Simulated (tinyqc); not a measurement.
Pi bands of a honeycomb layer in tight binding: sweeps and comparisons. A value that a table varies takes the place of the one given here.

Lattice vectors a (1,0) and a (1/2, sqrt3/2); f = exp(i ky a/sqrt3) + 2 cos(kx a/2) exp(-i ky a/(2 sqrt3)), w = |f|. H = [[D - t2 F, -t f], [., -D - t2 F]] with F = w^2 - 3, S = [[1, s0 f], [., 1]]; the levels solve det(H - E S) = 0. K = (4 pi/3a, 0), M = (pi/a, pi/(sqrt3 a)); w = 3, 1, 0 at Gamma, M, K.

Constants: hbar^2/2m0 = 3.80998211 eV angstrom^2.

Inputs chosen for the exercise (of the size used for graphene; the results hold for these values, not for the real material):

| symbol | value | unit | meaning |
|---|---|---|---|
| a | 2.46 | angstrom | lattice constant |
| t | 3 | eV | nearest hopping |
| t2 | 0.12 | eV | second-neighbour hopping |
| s0 | 0 |  | overlap of neighbours |
| D | 0 | eV | +D on A, -D on B |

## How far the cone holds

Upper and lower levels at distance q from K towards Gamma (-x) and towards M (+x), measured from 3 t2; cone: sqrt(D^2 + (hbar v q)^2), hbar v = (sqrt3/2) a (t + 3 t2 s0).

Levels (eV):

| q (1/angstrom) | cone | upper, to Gamma | lower, to Gamma | upper, to M | lower, to M |
|---|---|---|---|---|---|
| 0.02 | 0.1278 | 0.1285 | -0.1289 | 0.1267 | -0.1271 |
| 0.05 | 0.3196 | 0.3236 | -0.3264 | 0.3124 | -0.3150 |
| 0.10 | 0.6391 | 0.6544 | -0.6660 | 0.6098 | -0.6199 |
| 0.15 | 0.9587 | 0.9907 | -1.0176 | 0.8915 | -0.9132 |
| 0.20 | 1.2783 | 1.3312 | -1.3802 | 1.1567 | -1.1935 |
| 0.30 | 1.9174 | 2.0186 | -2.1336 | 1.6349 | -1.7095 |
| 0.40 | 2.5565 | 2.7051 | -2.9158 | 2.0400 | -2.1575 |
| 0.60 | 3.8348 | 4.0327 | -4.5204 | 2.6172 | -2.8138 |

At q = 0.2 the upper band lies +53 meV from the cone towards Gamma and -122 meV towards M; half their difference, 87 meV, is the trigonal warping, steeper towards Gamma, and their mean, -34 meV, comes from the bending of the band and from t2 or the overlap. All four values stay within 5 % of the cone up to q = 0.1. The electron-hole asymmetry, upper plus lower towards Gamma, is -49 meV at q = 0.2.

## Fermi level against carrier density

hbar v = 6.39127 eV angstrom

Cone with four flavours: n = kF^2/pi, EF = sqrt(D^2 + (hbar v kF)^2), density of states 2 EF/(pi (hbar v)^2), quantum capacitance e^2 times it (1 e^2/(eV angstrom^2) = 1602.177 microF/cm^2), cyclotron mass 2c EF/(hbar v)^2, c = hbar^2/2m0; 1e12/cm^2 = 1e-4/angstrom^2.

Filling:

| n (1e12/cm^2) | kF (1/angstrom) | EF (eV) | Cq (microF/cm^2) | cyclotron mass (m0) |
|---|---|---|---|---|
| 0.10 | 0.00560 | 0.0358 | 0.894 | 0.0067 |
| 0.25 | 0.00886 | 0.0566 | 1.414 | 0.0106 |
| 0.50 | 0.01253 | 0.0801 | 2.000 | 0.0149 |
| 1.00 | 0.01772 | 0.1133 | 2.829 | 0.0211 |
| 2.00 | 0.02507 | 0.1602 | 4.000 | 0.0299 |
| 4.00 | 0.03545 | 0.2266 | 5.657 | 0.0423 |
| 10.00 | 0.05605 | 0.3582 | 8.945 | 0.0668 |
| 20.00 | 0.07927 | 0.5066 | 12.650 | 0.0945 |

From 1 to 4e12/cm^2 EF rises by a factor 2.000, the square root of four. Capacitance and mass grow in proportion to EF counted from mid-gap, so hardly at all while a large gap term dominates it; in a parabolic band both are constant; Cq is 2.83 microF/cm^2 at 1e12/cm^2, against 3.45 for 1 nm of a dielectric with eps = 3.9.

## What each parameter does

Gap at K, difference at M, and the two levels at Gamma, from (e - E)^2 - D^2 - (t + s0 E)^2 w^2 = 0, e = -t2 (w^2 - 3). Each row changes one parameter from the base and keeps the others.

Results:

| case | gap at K (eV) | difference at M (eV) | lower at Gamma (eV) | upper at Gamma (eV) |
|---|---|---|---|---|
| base | 0.0000 | 6.0000 | -9.7200 | 8.2800 |
| t = 3.15 eV | 0.0000 | 6.3000 | -10.1700 | 8.7300 |
| t2 = 0.17 eV | 0.0000 | 6.0000 | -10.0200 | 7.9800 |
| s0 = 0.03 | 0.0000 | 6.0198 | -8.9174 | 9.0989 |
| D = 0.1 eV | 0.2000 | 6.0033 | -9.7206 | 8.2806 |
| a = 2.5092 angstrom | 0.0000 | 6.0000 | -9.7200 | 8.2800 |

The largest shifts from the base row, up to three for each result and ties (the steps differ in size, so this ranks the rows, not the parameters). gap at K (eV): D +0.2000; unchanged at the printed digits by t, t2, s0 and a. difference at M (eV): t +0.3000, s0 +0.0198, D +0.0033; unchanged at the printed digits by t2 and a. lower at Gamma (eV): s0 +0.8026, t -0.4500, t2 -0.3000; unchanged at the printed digits by a. upper at Gamma (eV): s0 +0.8189, t +0.4500, t2 -0.3000; unchanged at the printed digits by a. At points fixed by symmetry a drops out; the gap at K is 2D whatever the hoppings.

Run: tinyqc, `OMP_NUM_THREADS=1 python tinyqc.py 1451041 1451042 out.jsonl`; Intel(R) Xeon(R) Processor @ 2.30GHz, one thread, shared host; about 0.01 s of CPU time with all checks.
